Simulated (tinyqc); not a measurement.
Ballistic conductance of a hard-wall wire of rectangular section by counting modes: one step of the calculation.

Subband edges E_(a,b) = (C pi^2/m) [(a/W)^2 + (b/Hh)^2], a, b = 1, 2, ...; C = hbar^2/(2 m0). Every mode transmits fully; spin gives the factor 2 in 2 q^2/h, valleys the factor gv.

Question. Subband edges and their occupation. List the edges below Et; each adds its degeneracy times f = 1/(1 + exp((E_n - Ef)/Vt)) to the thermal mode count.

Parameters, values chosen for the exercise: temperature T = 4 K; mass m = 0.067 m0; Fermi energy above the bulk band edge Ef = 0.191 eV; width W = 14 nm; height Hh = 12 nm; highest subband edge listed Et = 0.239 eV.

Constants: q = 1.602176634e-19 C, kB = 1.380649e-23 J/K, hbar = 1.054571817e-34 J s, m0 = 9.1093837015e-31 kg, Vt = kB T/q, hbar^2/(2 m0) = 0.0380998212 eV nm^2. Results are converted to the units shown.

Find: edge; degeneracy; f.

Answer.

```
mode	edge (eV)	degeneracy	f
1,1	0.0676	1	1.000
2,1	0.1535	1	1.000
1,2	0.1845	1	1.000
```

Numbers from tinyqc (`OMP_NUM_THREADS=1 python tinyqc.py 2740120 2740121 out.jsonl`; about 0.5 s on one thread of a shared Intel Xeon 2.30GHz).
